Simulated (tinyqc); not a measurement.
## MOS inversion layer, Poisson-Schroedinger loop: effect of the sheet density of depletion charge

Electrons confined at an insulator interface at z = 0, treated as a hard wall; parabolic valleys, Hartree approximation, no image or exchange terms. The depletion charge lies far deeper than the electrons and gives a uniform field q Nd/(eps0 eps_r); the gate balances all charge. Energies are counted from the band edge at the interface.

Schroedinger equation -(C/mz) psi'' + (V0 + U + dE for set B) psi = E psi, C = hbar^2/(2 m0), psi(0) = 0, on a uniform mesh of 800 nodes with a far wall at 28 nm, 8 levels a set; V0 = q Nd z/(eps0 eps_r); dU/dz = q (Ns - integral of n from 0 to z)/(eps0 eps_r), U(0) = 0; N_k = g md m0 q Vt/(pi hbar^2) ln(1 + exp((EF - E_k)/Vt)), g the number of valleys of the set, sum N_k = Ns. Triangular well: E_k = a_k (C F^2/mz)^(1/3), a_1 = 2.338107, a_2 = 4.087949, C = hbar^2/(2 m0), F in eV/nm. Fang-Howard (all electrons in the lowest level of set A): b^3 = 6 (mz1/C) q (Nd + 11 Ns/32)/(eps0 eps_r), centroid 3/b, level C b^2/(4 mz1) + (3/b) q (Nd + 11 Ns/16)/(eps0 eps_r). The centroid adds 3.9 z_av/eps_r to an oxide-equivalent thickness.

Parameters, values chosen for the exercise; masses and permittivity close to those of silicon (100): temperature T = 77 K; relative permittivity eps_r = 11.8; mass along z of valley set A (2 valley(s)) mz1 = 0.917 m0; in-plane density-of-states mass of set A md1 = 0.19 m0; mass along z of valley set B (4 valley(s)) mz2 = 0.187 m0; in-plane density-of-states mass of set B md2 = 0.416 m0; sheet density of electrons Ns = 6.4e12 cm^-2; extra shift of set B (strain) dE = 0.09 eV.

Constants: q = 1.602176634e-19 C, kB = 1.380649e-23 J/K, hbar = 1.054571817e-34 J s, m0 = 9.1093837015e-31 kg, Vt = kB T/q, eps0 = 8.8541878128e-14 F/cm where lengths are in cm, hbar^2/(2 m0) = 0.0380998212 eV nm^2. Results are converted to the units shown.

Result of one run:
columns A: Nd (cm^-2); B: A1 (meV); C: B1 (meV); D: EF (meV); E: share of A1 (%); F: share of set A (%); G: centroid z_av (nm); H: added oxide equivalent (nm); I: Fang-Howard centroid (nm)
```
A       B    C    D    E    F     G      H     I
5e12  230  439  270  100  100  1.12  0.370  1.19
```

What becomes of these results when the sheet density of depletion charge Nd is changed from 5e12 to 3.1e11 cm^-2, all else the same?

Result of the changed run:
columns A: Nd (cm^-2); B: A1 (meV); C: B1 (meV); D: EF (meV); E: share of A1 (%); F: share of set A (%); G: centroid z_av (nm); H: added oxide equivalent (nm); I: Fang-Howard centroid (nm)
```
A         B    C    D     E    F     G      H     I
3.1e11  153  288  191  94.0  100  1.73  0.573  1.69
```

The whole series:
columns A: Nd (cm^-2); B: A1 (meV); C: B1 (meV); D: EF (meV); E: share of A1 (%); F: share of set A (%); G: centroid z_av (nm); H: added oxide equivalent (nm); I: Fang-Howard centroid (nm)
```
A         B    C    D     E    F     G      H     I
1e11    150  282  187  91.6  100  1.92  0.635  1.74
1.7e11  151  284  188  92.4  100  1.84  0.608  1.73
3.1e11  153  288  191  94.0  100  1.73  0.573  1.69
5.3e11  157  296  196  96.1  100  1.63  0.537  1.65
9.4e11  164  310  203  98.5  100  1.50  0.496  1.57
1.6e12  175  334  215  99.8  100  1.39  0.458  1.47
2.9e12  197  377  237   100  100  1.25  0.414  1.34
5e12    230  439  270   100  100  1.12  0.370  1.19
```

As Nd goes from 1e11 to 5e12, A1 rises from 150 to 230 meV, the share of A1 rises from 91.6 to 100 % and the centroid falls from 1.92 to 1.12 nm. A1 goes as Nd^(0.29) between the last two rows (a triangular well in the field of that charge alone gives 2/3). The Fang-Howard centroid is 9.3 % below the full one in the first row, where A1 holds 91.6 %, and 6.6 % above it in the last, where A1 holds 100 %.

tinyqc, about 1 s, one thread, Intel Xeon 2.30GHz (shared host): `OMP_NUM_THREADS=1 python tinyqc.py 2160157 2160158 out.jsonl`
